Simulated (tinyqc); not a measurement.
# Implant damage, amorphisation by cascade overlap, and solid-phase epitaxial regrowth, step by step

A worked calculation. Computed by tinyqc, a small Python program that keeps every step. Command: `OMP_NUM_THREADS=1 python tinyqc.py 3111646 3111647 out.jsonl sper walk`. One thread of a shared host (Intel(R) Xeon(R) Processor @ 2.30GHz), about 0.01 s of CPU time with the checks. Intermediate numbers are printed to about 5 digits and carried at full precision; extremes and crossings named in words are read from the listed rows.

Range and width of the damage are inputs. Dynamic annealing enters only through the surviving share f.

Inputs (values chosen for the exercise, modelled on fluorine ions in silicon):
```
quantity                            value    unit
atomic density N                     49.9  1/nm^3
ion Z1                                  9       -
ion mass M1                            19       u
target Z2                              14       -
target mass M2                      28.09       u
ion energy E                           40     keV
displacement energy E_d                14      eV
depth of the damage peak R_d           45      nm
width of the damage profile s_d        28      nm
share of defects that survive f      0.84       -
critical displaced share x_c         0.12       -
dose Q                              1e+15  1/cm^2
overlaps needed n                       1       -
area amorphised by one track A_i      4.9    nm^2
regrowth prefactor v0             3.9e+15    nm/s
regrowth energy E_a                  2.69      eV
anneal temperature                    664       C
rate relative to (100)                  1       -
peak enhancement by the dopant        4.8       -
ramp rate                              76     K/s
```

Constants: a_0 = 0.529177210903 angstrom; e^2/(4 pi eps_0) = 14.39964548 eV angstrom; k_B = 8.617333262e-05 eV/K.

## Damage energy and displacements per ion

Robinson partition: eps = E a M2/(Z1 Z2 (e^2/(4 pi eps_0)) (M1 + M2)), a = 0.8853 a_0/sqrt(Z1^(2/3) + Z2^(2/3)); k = 0.0793 Z1^(2/3) Z2^(1/2) (M1 + M2)^(3/2)/((Z1^(2/3) + Z2^(2/3))^(3/4) M1^(3/2) M2^(1/2)); damage energy T_d = E/(1 + k (eps + 0.40244 eps^(3/4) + 3.4008 eps^(1/6))); displacements nu = 0.8 T_d/(2 E_d).

reduced energy eps = 1.9352

k = 0.16638

damage energy T_d = 19.385 keV

T_d/E = 0.48462

displacements per ion nu = 553.85

52 % of the energy goes to electrons.

## The amorphous layer

Displaced share x(z) = f nu Q exp(-(z - R_d)^2/(2 s_d^2))/(sqrt(2 pi) s_d N); the layer is amorphous where x > x_c, between R_d -/+ s_d sqrt(2 ln(x_max/x_c)), the upper edge being cut at the surface. Threshold dose Q_c = Q x_c/x_max.

peak displaced share x_max = 1.3284

threshold dose Q_c = 9.0336e+13 1/cm^2

upper edge = 0 nm

lower edge = 106.40 nm

The layer reaches the surface. Caution: x above 1 counts atoms displaced more than once.

## Damage left below the interface

Displaced atoms per area beyond the lower edge z2: f nu Q (1/2) erfc((z2 - R_d)/(sqrt2 s_d)); they are not removed by regrowth.

share of the damage beyond z2 = 0.014160

displaced atoms beyond z2 = 6.5878e+15 1/cm^2

## Layer against dose

The formulas are those given above.

Dose series; the last column is f nu Q erfc((z2 - R_d)/(sqrt2 s_d))/2:
```
Q (1/cm^2)   x_max  upper edge (nm)  lower edge (nm)  displaced atoms beyond z2 (1/cm^2)
9.94e+13    0.1320           32.755            57.24                          1.5304e+16
1.36e+14    0.1807           19.672            70.33                          1.1569e+16
2.26e+14    0.3002            7.081            82.92                          9.2344e+15
3.61e+14    0.4795            0.000            91.61                          8.0620e+15
6.32e+14    0.8395            0.000           100.23                          7.1381e+15
1.08e+15    1.4346            0.000           107.37                          6.5079e+15
2.26e+15    3.0021            0.000           116.05                          5.8686e+15
4.52e+15    6.0043            0.000           123.33                          5.4164e+15
```

A dose 45 times larger moves the lower edge from 57.2 to 123 nm, as the root of a logarithm, and the damage beyond it falls by a factor 2.8, since the edge lies on an ever steeper tail. The layer reaches the surface at Q_c exp(R_d^2/(2 s_d^2)) = 3.29e14 per cm^2.

## Overlap model

Gibbons model: a point turns amorphous after n + 1 hits; with y = A_i Q the amorphous share is 1 - exp(-y) sum_(k=0..n) y^k/k!. Doses are set by y.

Amorphous share:
```
y    Q (1/cm^2)  direct impact (n = 0)  given n
0.1  2.0408e+12                0.09516  0.00468
0.3  6.1224e+12                0.25918  0.03694
0.6  1.2245e+13                0.45119  0.12190
1.0  2.0408e+13                0.63212  0.26424
2.0  4.0816e+13                0.86466  0.59399
3.0  6.1224e+13                0.95021  0.80085
5.0  1.0204e+14                0.99326  0.95957
8.0  1.6327e+14                0.99966  0.99698
```

At small y the share grows as y^2; between the first rows the exponent is 1.88.

## Isothermal regrowth

v = v0 x orientation factor x exp(-E_a/(k_B T)) x [1 + (enhancement - 1) exp(-(z - R_d)^2/(2 s_d^2))], T = anneal temperature + 273.15 K; the dopant is taken to follow the damage profile; the lower front moves from the lower edge z2 to the surface, or to the middle (z1 + z2)/2 of a buried layer with upper edge z1; time = int dz/v; the equivalent undoped distance is that time times the undoped velocity.

undoped velocity = 13.331 nm/s

distance to regrow = 106.40 nm

time without enhancement = 7.9814 s

equivalent undoped distance = 36.563 nm

time with enhancement = 2.7427 s

The rate doubles for each 20 K or so near this temperature.

## Regrowth during a ramp

On a linear ramp from 200 C regrowth ends at the T_f where int v_undoped dT/(ramp rate) equals the equivalent undoped distance.

temperature at which regrowth ends = 722.04 C

Checks made by the program: tail against quadrature of x(z) N (relative difference below 1e-10).
